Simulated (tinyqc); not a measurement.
Strength against creep resistance: grain growth, pinning, strength and diffusional creep of a polycrystal or thin film. Computed by tinyqc, a small Python program. Command: `OMP_NUM_THREADS=1 python tinyqc.py 3022375 3022376 out.jsonl grain walk`. One thread of a shared host (Intel(R) Xeon(R) Processor @ 2.30GHz), about 0.01 s of CPU time with the checks.

One mean grain size d describes the structure.

Inputs (values chosen for the exercise, modelled on aluminium):
```
quantity                                    value        unit
atomic volume Omega                         16.59  angstrom^3
boundary energy gamma                        0.33       J/m^2
mobility prefactor M0                     1.5e-06   m^4/(J s)
activation energy of boundary motion Q_m     1.01          eV
anneal temperature T                          388           K
anneal time t                               24000           s
initial grain size d0                          80          nm
particle volume fraction f                 0.0029           -
particle radius r                             1.6          nm
film thickness h                              670          nm
surface energy gamma_s                       0.77       J/m^2
Hall-Petch slope k_y                        0.051   MPa m^0.5
lattice diffusion energy Q_l                 1.41          eV
boundary diffusion energy Q_b               0.887          eV
lattice prefactor D0                      1.6e-05       m^2/s
boundary prefactor delta D0b              1.5e-14       m^3/s
applied stress sigma                           18         MPa
service temperature T_c                       327           K
```

Sample: thin film on a substrate.

Constants: k_B = 8.617333262e-05 eV/K; k_B = 1.380649e-23 J/K.

Method:
- M = M0 exp(-Q_m/(k_B T)). The driving pressure is 2 gamma/d. Zener pinning pressure 3 f gamma/(2 r) stops growth at d_Z = 4 r/(3 f). Grooves where boundaries meet the surface have the angle theta = arcsin(gamma/(2 gamma_s)) and are taken to stop growth at d_h = h/(2 theta), a few film thicknesses; the limit is 1/d_lim = 1/d_Z + 1/d_h.
- dd/dt = 2 M gamma (1/d - 1/d_lim) integrates to 2 M gamma t = d_lim (d0 - d) + d_lim^2 ln[(d_lim - d0)/(d_lim - d)]; without pinning d^2 = d0^2 + 4 M gamma t.
- Nabarro-Herring rate = 14 sigma Omega D_l/(k_B T d^2), D_l = D0 exp(-Q_l/(k_B T)); Coble rate = 14 pi sigma Omega delta D_b/(k_B T d^3), delta D_b = delta D0b exp(-Q_b/(k_B T)); they are equal at d_x = pi delta D_b/D_l.
- Hall-Petch term k_y/sqrt(d).

crossover size d_x = 338598 micrometre

At T_c and sigma:
```
d (nm)  Hall-Petch term (MPa)  Nabarro-Herring (1/s)  Coble (1/s)  time to 1 % (s)
30                     294.45             3.0573e-12   3.4507e-05       2.8980e+02
100                    161.28             2.7516e-13   9.3168e-07       1.0733e+04
300                     93.11             3.0573e-14   3.4507e-08       2.8980e+05
1000                    51.00             2.7516e-15   9.3168e-10       1.0733e+07
3000                    29.44             3.0573e-16   3.4507e-11       2.8980e+08
10000                   16.13             2.7516e-17   9.3168e-13       1.0733e+10
100000                   5.10             2.7516e-19   9.3168e-16       1.0730e+13
```

What follows from these numbers?

From 100 micrometre to 30 nm grains the Hall-Petch term grows 58 times, while the time to 1 % strain shrinks by 10.6 decades. Coble creep rules in 7 of the seven rows (d_x is a millimetre or more). Fine grains resist slip but creep fast. The Hall-Petch value at 30 nm is at the edge of that law, and in a film grains much larger than h lose atoms to the surfaces instead.

Extremes, crossings and ranges named in words are read from the listed rows.
